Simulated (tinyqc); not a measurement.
Metal gate on a two-layer dielectric stack with fixed charge and a dipole: two steps of the calculation.

Gate, layer 2, layer 1, p-type semiconductor; x runs from the gate inwards. Charges are counted in units of +q. psi is the band bending at the surface, positive towards inversion. Classical charge, Boltzmann statistics, no interface traps.

Values chosen for this exercise; band and dielectric values close to those of silicon, layer 1 close to silicon dioxide, layer 2 close to zirconium oxide: temperature T = 350 K; band gap Eg = 1.11 eV; relative permittivity eps_r = 11.8; conduction-band density of states at T Nc = 3.52e19 cm^-3; valence-band density of states at T Nv = 3.31e19 cm^-3; acceptor density Na = 5.4e16 cm^-3; band bending psi of the working point ps = 0.526 V.

Constants: q = 1.602176634e-19 C, kB = 1.380649e-23 J/K, Vt = kB T/q, eps0 = 8.8541878128e-14 F/cm where lengths are in cm. Results are converted to the units shown.

Problem 1. Threshold voltage. ni = sqrt(Nc Nv) exp(-Eg/(2 Vt)), Eg in volts, pB = Vt ln(Na/ni), Vth = Vfb + 2 pB + sqrt(4 q eps0 eps_r Na pB)/Cox.

Vfb = -0.045935955 V
Cox = 3.3989062 uF/cm^2

Find: ni; pB; depletion charge; Vth.

Solution 1.

ni = 3.480e11 cm^-3
pB = 0.3605 V
depletion charge = 0.1142 uC/cm^2
Vth = 0.7086 V

Problem 2. Charge in the semiconductor. ni = sqrt(Nc Nv) exp(-Eg/(2 Vt)), Eg in volts. Qs = -sign(psi) sqrt(2 q eps0 eps_r Na Vt [exp(-u) + u - 1 + (ni/Na)^2 (exp(u) - u - 1)]), u = psi/Vt.

Give: Qs.

Solution 2.

Qs = -0.09468 uC/cm^2

The surface is depleted or weakly inverted.

Program tinyqc, `OMP_NUM_THREADS=1 python tinyqc.py 2010020 2010021 out.jsonl`; Intel Xeon 2.30GHz, shared host, one thread, about 0.01 s.
